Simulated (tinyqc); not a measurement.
From one set of inputs to another, one input at a time: cluster expansion of a binary alloy: correlations, fit, cross-validation and ground states. Computed by tinyqc, a small Python program. Command: `OMP_NUM_THREADS=1 python tinyqc.py 3020118 3020119 out.jsonl clex ladder`. One thread of a shared host (Intel(R) Xeon(R) Processor @ 2.30GHz), about 0.2 s of CPU time with the checks.

s = +1 for A and -1 for B. Energy per site E = J0 + J1 P(point) + sum over clusters of m V P, with P the mean product of spins; V > 0 on a pair favours unlike neighbours. Clusters per site m: pair 1 6, pair 2 3, pair 3 12, triplet 8; the triplet is the triangle of first neighbours. Formation energies are counted from the line between pure A and pure B, which removes J0 and J1.

The inputs printed are set A. Inputs not listed in the table keep their values of set A, so the rows need not describe a real material.

Inputs (values chosen for the exercise, for a model alloy):
```
quantity                    value      unit
first-pair interaction V1    38.9       meV
second-pair interaction V2    8.5       meV
third-pair interaction V3     1.5       meV
triplet interaction Vt       -2.8       meV
noise amplitude                19  meV/site
temperature T                2600         K
fraction x of B              0.15         -
```

Lattice: fcc.

correlations P, counted on periodic cells:
```
                       point     pair 1     pair 2     pair 3    triplet
A                   1.000000   1.000000   1.000000   1.000000   1.000000
A3B L1_2            0.500000   0.000000   1.000000   0.000000  -0.500000
A3B D0_22           0.500000   0.000000   0.666667   0.333333  -0.500000
A3B (001) layers    0.500000   0.333333   0.666667   0.000000   0.500000
A2B (001) layers    0.333333   0.111111   0.555556  -0.333333   0.333333
AB L1_0             0.000000  -0.333333   1.000000  -0.333333   0.000000
AB L1_1             0.000000   0.000000  -1.000000   0.000000   0.000000
A2B2 (001) layers   0.000000   0.333333   0.333333  -0.333333   0.000000
AB2 (001) layers   -0.333333   0.111111   0.555556  -0.333333  -0.333333
AB3 L1_2           -0.500000   0.000000   1.000000   0.000000   0.500000
AB3 D0_22          -0.500000   0.000000   0.666667   0.333333   0.500000
AB3 (001) layers   -0.500000   0.333333   0.666667   0.000000  -0.500000
B                  -1.000000   1.000000   1.000000   1.000000  -1.000000
```

standard normal numbers for the noise (0 for the pure ends): A 0.000, A3B L1_2 -1.109, A3B D0_22 0.380, A3B (001) layers -1.069, A2B (001) layers -0.939, AB L1_0 0.231, AB L1_1 1.415, A2B2 (001) layers 1.205, AB2 (001) layers -0.062, AB3 L1_2 1.399, AB3 D0_22 -1.454, AB3 (001) layers 1.638, B 0.000

Constants: k_B = 8.617333262e-05 eV/K.

Method:
- Design matrix of formation energies: m (P - 1) for pairs and m (P(triplet) - P(point)) for the triplet; x = (1 - P(point))/2.
- Exact: X V with V = (V1, V2, V3, Vt). The data to fit add the noise amplitude times the normal numbers, standing for what the clusters leave out.
- Leave out pair 3: A = X^T X and b = X^T E (E being the data with noise) over these three columns; solve A V = b. The root-mean-square error runs over the structures between the pure ends.
- Random alloy: P(pair) = p^2, P(triplet) = p^3, p = 1 - 2x, so H_mix = (p^2 - 1) sum m V(pairs) + (p^3 - p) m Vt; G_mix = H_mix + k_B T [x ln x + (1 - x) ln(1 - x)]. To first order in 1/T the Warren-Cowley parameter of shell 1 is alpha_1 = -(1 - p^2) V_eff/(k_B T), V_eff = V1 + (number of triplets on a first-neighbour bond) p Vt, that number being 4.

Each row keeps all changes above it; columns: (1) input moved; (2) from; (3) to; (4) mixing enthalpy H_mix (meV/site); (5) mixing free energy G_mix (meV/site); (6) root-mean-square error of the three-cluster fit (meV/site):
```
(1)                                (2)    (3)      (4)      (5)     (6)
set A                                -      -  -133.22  -227.93  19.556
second-pair interaction V2 (meV)   8.5   -2.4  -116.55  -211.25  19.556
fraction x of B                   0.15   0.84  -139.47  -237.98  19.556
third-pair interaction V3 (meV)    1.5   0.98  -136.12  -234.62  19.337
noise amplitude (meV/site)          19    2.2  -136.12  -234.62   4.126
temperature T (K)                 2600    640  -136.12  -160.36   4.126
triplet interaction Vt (meV)      -2.8  -0.83  -130.35  -154.60   4.126
first-pair interaction V1 (meV)   38.9   7.22   -28.17   -52.42   4.126
```

Which inputs carry the difference?

Mixing enthalpy H_mix goes from -133 to -28.2, +105 in all. The largest single move comes from first-pair interaction V1 (+102), and fraction x of B works against it (-22.9). Mixing free energy G_mix goes from -228 to -52.4, +176 in all. The largest single move comes from first-pair interaction V1 (+102), and fraction x of B works against it (-26.7). Root-mean-square error of the three-cluster fit goes from 19.6 to 4.13, a factor 0.211 in all. The largest single move comes from noise amplitude (a factor 0.213). The single moves hold for this order of the switches; the total does not depend on the order.

Caution (rows temperature T, triplet interaction Vt): G_mix lies above the hull of the ordered structures at this x, so the random alloy is not the equilibrium state at T.

Extremes, crossings and ranges named in words are read from the listed rows.
